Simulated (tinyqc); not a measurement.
Bias-temperature instability, empirical power law with universal recovery: one step of the calculation.

Threshold-voltage shift at the end of a stress: dV = A (V/V0)^g exp[-(Ea q/kB)(1/T - 1/T0)] (t/1 s)^n. After a delay tr the permanent share pp stays and the rest falls by r = 1/(1 + B (tr/t)^be). An empirical model: its parameters are fits, not properties.

Problem. What a delayed measurement sees. At V0 and T0, measured shift = dV [pp + (1 - pp) r]; the apparent exponent is the slope of ln(shift) against ln t between the first and last point.

Parameters, values chosen for the exercise:

| symbol | value | unit | meaning |
|---|---|---|---|
| V0 | 1.6 | V | reference stress voltage |
| T0 | 373 | K | reference temperature |
| A | 10 | mV | shift after 1 s at V0 and T0 |
| n | 0.2 |  | time exponent |
| g | 6.5 |  | voltage exponent |
| Ea | 0.11 | eV | apparent activation energy of the shift |
| pp | 0.28 |  | permanent share |
| B | 2.6 |  | recovery scale |
| be | 0.15 |  | recovery dispersion |
| tr | 1e-5 | s | delay before the measurement |

Constants: q = 1.602176634e-19 C, kB = 1.380649e-23 J/K. Results are converted to the units shown.

t, point 0 to 2 (s): [10, 100, 1000]

Give: dV; share left; measured; apparent n.

Solution.

```
point,dV (mV),share left,measured (mV)
0,15.849,0.82245,13.035
1,25.119,0.86455,21.716
2,39.811,0.89853,35.771
```

apparent n = 0.21921

The delay hides 10.1 % of the last shift and raises the exponent from 0.2 to 0.219, since short stresses recover by a larger share.

Program tinyqc, `OMP_NUM_THREADS=1 python tinyqc.py 2070161 2070162 out.jsonl`; Intel Xeon 2.30GHz, shared host, one thread, about 0.01 s.
